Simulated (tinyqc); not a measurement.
Cell-based percolation model of oxide breakdown: two steps of the calculation.

The oxide, of thickness n a, is cut into cubic cells. A cell is defective with the chance l = 1 - exp(-a^3 N), N = N1 (t/1 s)^al. A column of n defective cells breaks the oxide down, and the area holds M = A/a^2 independent columns: 1 - F = (1 - l^n)^M.

Inputs (values chosen for the exercise):
- a = 1 nm (edge of a cell)
- n = 6 (cells across the oxide)
- A = 7300 um^2 (area)
- al = 0.31 (exponent of defect growth)
- N1 = 8.5e17 cm^-3 (defect density after 1 s)

Task 1. Critical defect density. At F = 1 - 1/e: l_c = (1 - exp(-1/M))^(1/n), N_bd = -ln(1 - l_c)/a^3, t63 = (N_bd/N1)^(1/al). W = ln(-ln(1 - F)); for small l, W = ln M + n ln(a^3 N), so the Weibull slope is n al.

Find: thickness; M; l_c; N_bd; N_bd times thickness; t63; n al.

Result 1.

thickness = 6.000 nm
M = 7.300e9
l_c = 0.02270
N_bd = 2.297e19 cm^-3
N_bd times thickness = 1.378e13 cm^-2
t63 = 4.152e4 s
n al = 1.860

Task 2. The distribution. N, l, F and W = ln(-ln(1 - F)) at each time; the slope is taken between the end points.

t, point 0 to 6 (s): [290, 1000, 3500, 12000, 29000, 42000, 68000]

Wanted: N; l; F; W; slope.

Result 2.

N, point 0 to 6 (cm^-3): [4.9290e18, 7.2347e18, 1.0668e19, 1.5630e19, 2.0548e19, 2.3048e19, 2.6761e19]
l, point 0 to 6: [0.0049169, 0.0072086, 0.010611, 0.015509, 0.020338, 0.022784, 0.026406]
F, point 0 to 6: [1.0315e-4, 0.0010237, 0.010367, 0.096584, 0.40347, 0.63984, 0.91581]
W, point 0 to 6: [-9.1793, -6.8838, -4.5639, -2.2870, -0.6604, 0.0210, 0.9061]
slope = 1.8480

The slope is 0.64 % below n al, since l grows a little more slowly than N.

Computed by the program tinyqc: `OMP_NUM_THREADS=1 python tinyqc.py 2070153 2070154 out.jsonl`, one thread of a shared Intel Xeon 2.30GHz, about 0.01 s for the whole run.
